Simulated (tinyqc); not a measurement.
Inside a calculation. Method: tight binding, honeycomb lattice. Computed by tinyqc, a small Python program that keeps every step. Settings: t1 = 0.96, t2 = 0.07, phi = -2.35, delta = 0.44, points = 7. Command: `OMP_NUM_THREADS=1 python tinyqc.py 23682 23683 out.jsonl` (the two numbers bound the seeds that draw the settings). One thread of a shared host (Intel(R) Xeon(R) Processor @ 2.60GHz), about 0.01 s of CPU time with the checks.

## Bloch Hamiltonian at k

Parameters chosen for this model:
```
parameter      value                        unit
t1          0.960000                 eV, nearest
t2          0.070000       eV, second neighbours
phi        -2.350000  rad, phase of t2 (Haldane)
delta       0.440000          eV, +/- on A and B
```

k point k (fractions of the reciprocal vectors): [-0.070000, 0.210000]

H_AB = -t1 (1 + exp(-i k.a1) + exp(-i k.a2)); H_AA = delta - 2 t2 sum cos(k.b + phi), H_BB = -delta - 2 t2 sum cos(k.b - phi), b = a1, a2 - a1, -a2.

H(k) at k (eV), order A, B:
$$\begin{pmatrix}
0.576094 & -2.067376+0.521092i \\
-2.067376-0.521092i & -0.385997
\end{pmatrix}$$

## Levels at k

Diagonalise the Hermitian matrix.

eigenvalues (eV): [-2.090583, 2.280680]

weights |c|^2 of the basis functions, order A, B:
$$\begin{pmatrix}
0.389953 & 0.610047 \\
0.610047 & 0.389953
\end{pmatrix}$$

## Bloch Hamiltonian at K

k point K (fractions of the reciprocal vectors): [0.333333, 0.666667]

As before.

H(k) at K (eV), order A, B:
$$\begin{pmatrix}
0.033646 & 0.000000 \\
0.000000 & -0.328785
\end{pmatrix}$$

## Levels at K

As before.

eigenvalues (eV): [-0.328785, 0.033646]

weights |c|^2 of the basis functions, order A, B:
$$\begin{pmatrix}
0.000000 & 1.000000 \\
1.000000 & 0.000000
\end{pmatrix}$$

## Bands along a path

The same steps at evenly spaced points between the labelled ones.

Bands along the path (eV):
```
k             band 1    band 2
G          -2.618278  3.208557
G-K 0.20   -2.502753  2.993908
G-K 0.40   -2.157158  2.399907
G-K 0.60   -1.602554  1.564977
G-K 0.80   -0.907658  0.674064
K          -0.328785  0.033646
K-M 0.20   -0.519643  0.235761
K-M 0.40   -0.764457  0.506895
K-M 0.60   -0.957510  0.729670
K-M 0.80   -1.087987  0.882816
M          -1.154410  0.957650
M-K' 0.20  -1.158624  0.953453
M-K' 0.40  -1.106155  0.878315
M-K' 0.60  -1.010198  0.752636
M-K' 0.80  -0.901917  0.618034
K'         -0.846354  0.551215
```

With 1 band(s) filled, the highest filled level on these points lies at K and the lowest empty one at K: a gap of 0.3624 eV, direct.

## Chern number of the lower band

On a 7 x 7 mesh, the phase of the product of overlaps around each plaquette (k1 then k2); the sum over 2 pi is an integer.

plaquette phases (rad):
$$\begin{pmatrix}
0.000000 & -0.008880 & -0.028263 & 0.005611 & 0.045075 & 0.009029 & 0.003361 \\
0.010225 & 0.008849 & -0.004517 & -0.094003 & -0.085338 & 0.012611 & 0.009029 \\
0.043163 & 0.044482 & 0.043387 & -0.037793 & -1.764231 & -0.085338 & 0.045075 \\
0.099407 & 0.195778 & 0.216297 & 0.127620 & -0.037793 & -0.094003 & 0.005611 \\
-0.024289 & 0.151647 & 0.552593 & 0.216297 & 0.043387 & -0.004517 & -0.028263 \\
-0.028667 & -0.043489 & 0.151647 & 0.195778 & 0.044482 & 0.008849 & -0.008880 \\
-0.010865 & -0.028667 & -0.024289 & 0.099407 & 0.043163 & 0.010225 & 0.000000
\end{pmatrix}$$

Chern number = 0.000000
